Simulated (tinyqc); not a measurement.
One-sided p+-n junction, ionisation integral and breakdown: two steps of the calculation.

A p+ layer at x < 0 and an n drift layer from x = 0. Depletion approximation, built-in voltage neglected. Local ionisation coefficients alpha_n = an exp(-(bn/E)^mx), alpha_p = ap exp(-(bp/E)^mx). Electrons move towards +x, holes towards x = 0.

Values chosen for this exercise; material values close to those of gallium nitride:
- eps_r = 9.38 (relative permittivity)
- an = 2.86e8 1/cm (prefactor of the electron ionisation coefficient)
- bn = 3.6e7 V/cm (field constant for electrons)
- ap = 1.26e8 1/cm (prefactor of the hole ionisation coefficient)
- bp = 1.96e7 V/cm (field constant for holes)
- mx = 1 (exponent)
- N = 9.5e15 cm^-3 (donor density of the drift layer)
- V = 1440 V (reverse voltage)
- fr = 0.6 (share of the depleted width that the grid covers)

Constants: q = 1.602176634e-19 C, eps0 = 8.8541878128e-14 F/cm where lengths are in cm. Results are converted to the units shown.

Problem 1. Field and ionisation coefficients on a grid. W = sqrt(2 eps0 eps_r V/(q N)), peak field E0 = q N W/(eps0 eps_r), falling linearly to 0 at W. Grid: 11 equal steps from 0 to fr W.

Give: W; x; E; alpha_n; alpha_p.

Solution 1.

W = 12.536 um

```
point  x (um)  E (kV/cm)  alpha_n (1/cm)  alpha_p (1/cm)
0      0.0000     2297.4          44.775           24845
1      0.6838     2172.1          18.131           15188
2      1.3676     2046.8          6.5725          8740.9
3      2.0513     1921.5          2.0872          4680.9
4      2.7351     1796.2         0.56477          2297.5
5      3.4189     1670.8         0.12561          1013.5
6      4.1027     1545.5        0.021894          391.52
7      4.7864     1420.2       0.0028038          127.87
8      5.4702     1294.9       2.4121e-4          33.633
9      6.1540     1169.6       1.2267e-5          6.6442
10     6.8378     1044.3       3.0524e-7         0.88939
11     7.5215     918.96       2.7735e-9        0.068795
```

Problem 2. Ionisation integrals by the trapezoid rule. G(x) = integral from 0 to x of (alpha_n - alpha_p); I_n = integral of alpha_n exp(-G) (electrons injected at x = 0), I_p = integral of alpha_p exp(G(end) - G) (holes injected at the far edge); M = 1/(1 - I). All integrals by the trapezoid rule on the grid.

```
point     x (um)  alpha_n (1/cm)  alpha_p (1/cm)
0      0.0000000       44.774782       24845.346
1      0.6837756       18.130849       15187.553
2      1.3675512       6.5724524       8740.9011
3      2.0513268       2.0871582       4680.8980
4      2.7351024      0.56476907       2297.5053
5      3.4188780      0.12561276       1013.4982
6      4.1026535     0.021894304       391.51784
7      4.7864291    0.0028037536       127.87486
8      5.4702047    2.4120645e-4       33.632626
9      6.1539803    1.2267287e-5       6.6442421
10     6.8377559    3.0523505e-7      0.88939450
11     7.5215315    2.7735413e-9     0.068794986
```

Find: G; alpha_n exp(-G); I_n; I_p; M_n; M_p.

Solution 2.

```
point        G  alpha_n exp(-G) (1/cm)
0       0.0000                  44.775
1      -1.3665                  71.104
2      -2.1838                  58.361
3      -2.6423                  29.316
4      -2.8808                  10.069
5      -2.9940                   2.508
6      -3.0420                   0.459
7      -3.0598                   0.060
8      -3.0653                   0.005
9      -3.0667                   0.000
10     -3.0670                   0.000
11     -3.0670                   0.000
```

I_n = 0.013284
I_p = 0.91806
M_n = 1.0135
M_p = 12.204

Program tinyqc, `OMP_NUM_THREADS=1 python tinyqc.py 2120122 2120123 out.jsonl`; Intel Xeon 2.30GHz, shared host, one thread, about 0.08 s.
